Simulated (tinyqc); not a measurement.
# Frenkel-Kontorova chain: a misfit dislocation (kink) in a monolayer on a periodic substrate, step by step

A worked calculation. Computed by tinyqc, a small Python program that keeps every step. Command: `OMP_NUM_THREADS=1 python tinyqc.py 3002148 3002149 out.jsonl fkchain walk`. One thread of a shared host (Intel(R) Xeon(R) Processor @ 2.30GHz), about 0.02 s of CPU time with the checks. Intermediate numbers are printed to about 6 digits and carried at full precision; extremes and crossings named in words are read from the listed rows.

E = sum_j [(k/2)(x_(j+1) - x_j - b)^2 + (W/2)(1 - cos(2 pi x_j/a))], x_j = a (j + u_j). A kink takes u from 0 to 1: the chain is stretched by one period and has one atom fewer than wells.

Inputs (values chosen for the exercise, for a model overlayer):
```
quantity,value,unit
spring constant k,1.74,eV/angstrom^2
substrate period a,2.58,angstrom
corrugation W,0.752,eV
misfit f = (b - a)/a,0.28,-
atoms on each side n,8,-
atomic mass M,120,u
```

Relaxation: Newton steps.

Constants: nu for 1 eV/(angstrom^2 u) = 15.6333042 THz.

## Continuum limit

l0 = sqrt(k a^2/(2 W)); kink u(j) = (2/pi) arctan exp(pi j/l0); kink energy at f = 0: E0 = (4/pi) W l0; with misfit E0 - k a^2 f; kinks become favourable at f_c = 2/(pi l0), and a coherent chain with free ends loses stability at f_m = 1/l0. Lowest vibration of the flat chain: nu0 = 15.6333042 THz x sqrt(2 pi^2 W/(a^2 M)).

kink width l0 = 2.77505

kink energy E0 = 2.65704 eV

kink energy with misfit = -0.585956 eV

critical misfit f_c = 0.229409

limit f_m = 0.360354

gap frequency nu0 = 2.13115 THz

f_c < f < f_m: kinks lower the energy, but must enter over a barrier at the ends. Caution: for l0 below about 3 the kink spans few atoms, and the continuum kink energy is off by about 2 per cent or more.

## Start between two atoms

Discrete chain at f = 0, ends held at u = 0 and 1: E = (k a^2/2) sum (u_(j+1) - u_j)^2 + (W/2) sum (1 - cos 2 pi u_j), gradient g_j = k a^2 (2 u_j - u_(j-1) - u_(j+1)) + pi W sin(2 pi u_j), Hessian 2 k a^2 + 2 pi^2 W cos(2 pi u_j) on the diagonal and -k a^2 beside it. Free atoms j = -n..n-1 start from the continuum shape centred half-way, at j + 1/2.

u at the start: [0.000131, 0.000406, 0.001258, 0.003903, 0.012107, 0.037517, 0.115242, 0.328739, 0.671261, 0.884758, 0.962483, 0.987893, 0.996097, 0.998742, 0.999594, 0.999869]

E at the start = 2.60660 eV

gradient (eV): [0.000272, -0.000671, -0.002082, -0.006449, -0.019759, -0.054156, -0.007497, 0.584819, -0.584819, 0.007497, 0.054156, 0.019759, 0.006449, 0.002082, 0.000671, -0.000272]

## Relaxation

Start as above (continuum shape at j + 1/2, j = -n..n-1, l0 = sqrt(k a^2/(2 W))). u(new) = u - H^-1 g; stop when the largest gradient is below 1e-9 eV.

Course:
```
step,E (eV),largest gradient (eV)
1,2.60660,5.84819e-01
2,2.59273,2.56002e-02
3,2.59270,4.73637e-05
4,2.59270,1.68749e-10
```

relaxed u: [0.000147, 0.000482, 0.001436, 0.004230, 0.012445, 0.036593, 0.107226, 0.305121, 0.694879, 0.892774, 0.963407, 0.987555, 0.995770, 0.998564, 0.999518, 0.999853]

energy, centre between atoms = 2.59270 eV

last gradient = 1.68749e-10 eV

Converged; the discrete energy is 0.9758 of the continuum value, which puts the discrete f_c = E/(k a^2) at 0.2239.

## Peierls barrier

Repeat by Newton steps with an atom at the centre (j = -n..n, u_0 = 1/2). Barrier = difference of the two energies; the lowest Hessian eigenvalue tells minimum from saddle.

energy, centre on an atom = 2.61522 eV

Peierls barrier = 22.5186 meV

lowest eigenvalue, between atoms = 1.86143 eV

lowest eigenvalue, on an atom = -1.73498 eV

The atom-centred kink, with an atom on top of the corrugation, is a saddle and the other a minimum. The barrier is 3.0 % of W, what one atom alone would climb.

## Kink density above f_c

Frank and van der Merwe: the modulus q solves f = 2 E(q)/(pi l0 q), and the kinks per atom are pi/(2 l0 q K(q)), with the complete elliptic integrals K and E; strain left = f - density (for f above f_c = 2/(pi l0)).

Continuum ground state:
```
f,q,kinks per atom,strain left
0.2306,0.998957,0.126635,0.103965
0.2340,0.995280,0.152664,0.081336
0.2409,0.986660,0.178369,0.062531
0.2523,0.970807,0.205241,0.047059
0.2753,0.936201,0.243884,0.031416
0.3212,0.865429,0.303555,0.017645
0.3900,0.767330,0.380709,0.009291
0.5047,0.635308,0.500537,0.004163
```

0.52 % above f_c the density is already 0.55 of f: kinks repel only exponentially, so they flood in, as 1/|ln(f - f_c)|. At 2.2 f_c they take up 99.2 % of the misfit and the layer floats nearly free.

Checks made by the program: energy against a quasi-Newton minimiser (relative difference below 1e-10).
